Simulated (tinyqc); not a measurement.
Susceptibility above T_c: two-sublattice mean-field magnet: ferrimagnet, compensation points and susceptibility. Computed by tinyqc, a small Python program. Command: `OMP_NUM_THREADS=1 python tinyqc.py 3018426 3018427 out.jsonl ferri walk`. One thread of a shared host (Intel(R) Xeon(R) Processor @ 2.30GHz), about 0.02 s of CPU time with the checks.

A random alloy A(1-x)B(x) with H = -sum over pairs J S_i.S_j. a = <S_A> and b = <S_B> are taken along z, a > 0. Exchange fields: h_A = (1 - x) zJ_AA a + x zJ_AB b, h_B = (1 - x) zJ_AB a + x zJ_BB b; a = S_A B_(S_A)(S_A h_A/(k_B T)) and likewise for b, with the Brillouin function B_S(y) = [(2S + 1)/(2S)] coth[(2S + 1) y/(2S)] - [1/(2S)] coth[y/(2S)].

Inputs (values chosen for the exercise, for a model ferrimagnet): spin S_A = 1.5; spin S_B = 3.5; g factor g_A = 2.2; g factor g_B = 2; fraction x of B sites = 0.41; z J_AA = 18.8 meV; z J_BB = 0.93 meV; z J_AB = -7.4 meV; T over T_c = 0.44.

Constants: k_B = 8.617333262e-05 eV/K.

Method. Linearised, T (a, b) = M (a, b) with M_ij = S_i (S_i + 1) c_j zJ_ij/(3 k_B), c_A = 1 - x, c_B = x. T_c is the larger eigenvalue, and its eigenvector gives b/a at onset, (T_c - M_AA)/M_AB. With a field B, T (a, b) = M (a, b) + (mu_B B/(3 k_B)) (g_A S_A (S_A + 1), g_B S_B (S_B + 1)). chi = m/B per site; C = mu_B [(1 - x) g_A^2 S_A (S_A + 1) + x g_B^2 S_B (S_B + 1)]/(3 k_B); the table gives C/chi, which tends to T - theta.

T_c = 220.299 K

M (K), rows A, B:
$$\begin{pmatrix}
160.897 & -44.010 \\
-265.993 & 23.230
\end{pmatrix}$$

Inverse susceptibility:
```
T (K)   C/chi (K)  T - C/chi (K)
224.7       203.1         21.602
242.3       263.5        -21.181
275.4       304.6        -29.240
330.4       362.5        -32.048
440.6       474.1        -33.475
660.9       695.1        -34.195
1101.5     1136.1        -34.556
2203.0     2237.7        -34.758
```

What follows from these numbers?

T - C/chi sinks from 22 K just above T_c to -35 K at 10 T_c, on its way to the asymptotic theta. The curve of 1/chi is a hyperbola that bends down to zero at T_c = 220 K, so a Curie-Weiss line fitted at high T misses T_c.
